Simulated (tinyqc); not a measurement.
The same stress in different states: Raman shift of the zone-centre optical phonon of a diamond-structure crystal under stress. Computed by tinyqc, a small Python program. Command: `OMP_NUM_THREADS=1 python tinyqc.py 3027013 3027014 out.jsonl ramanstress walk`. One thread of a shared host (Intel(R) Xeon(R) Processor @ 2.30GHz), about 0.01 s of CPU time with the checks.

Axes x, y, z are the cube axes. Strain shifts the threefold optical mode and can split it; p, q and r are the phonon deformation potentials.

Inputs (values chosen for the exercise, modelled on silicon):

| quantity | value | unit |
|---|---|---|
| unstrained frequency omega_0 | 520.8 | 1/cm |
| p/omega_0^2 | -1.87 | - |
| q/omega_0^2 | -2.42 | - |
| r/omega_0^2 | -0.718 | - |
| C11 | 167 | GPa |
| C12 | 63.02 | GPa |
| C44 | 78.82 | GPa |
| stress sigma (tension positive) | 0.13 | GPa |

Stress state: hydrostatic. Axis: none.

Method:
- S11 = (C11 + C12)/D, S12 = -C12/D, D = (C11 - C12)(C11 + 2 C12), S44 = 1/C44.
- eps_xx = S11 sigma_xx + S12 (sigma_yy + sigma_zz), and cyclic; eps_xy = S44 sigma_xy/2 (tensor strain).
- Secular matrix: M_xx = p eps_xx + q (eps_yy + eps_zz), M_xy = 2 r eps_xy; its eigenvalues are omega^2 - omega_0^2, and the shifts are these over 2 omega_0.
- Uniaxial: sigma n n^T; biaxial: sigma (1 - n n^T); hydrostatic: sigma 1. The line seen from (001) is taken as unresolved, at the intensity-weighted shift M_zz/(2 omega_0).

S44 = 12.6871 1/TPa

S11 = 7.54899 1/TPa

S12 = -2.06824 1/TPa

Shifts (1/cm):

| state | lowest | middle | highest | line seen from (001) |
|---|---|---|---|---|
| uniaxial [100] | -0.31807 | -0.31807 | -0.13901 | -0.31807 |
| uniaxial [110] | -0.38272 | -0.31807 | -0.07435 | -0.31807 |
| uniaxial [001] | -0.31807 | -0.31807 | -0.13901 | -0.13901 |
| uniaxial [111] | -0.46396 | -0.15559 | -0.15559 | -0.25838 |
| biaxial, normal [001] | -0.63613 | -0.45707 | -0.45707 | -0.63613 |
| biaxial, normal [111] | -0.61955 | -0.61955 | -0.31118 | -0.51676 |
| hydrostatic | -0.77514 | -0.77514 | -0.77514 | -0.77514 |

What does the comparison show, and why?

Seen from (001), uniaxial stress along [100] and along [110] give the same shift (-0.318), and equal biaxial stress in the plane gives twice as much (-0.636), since only sigma_xx + sigma_yy and sigma_zz enter M_zz. Stress along [001] gives -0.139. One measured shift therefore fixes the stress only once its state is assumed: read as uniaxial in the plane, a shift implies twice the stress that it does read as biaxial.

Extremes, crossings and ranges named in words are read from the listed rows.
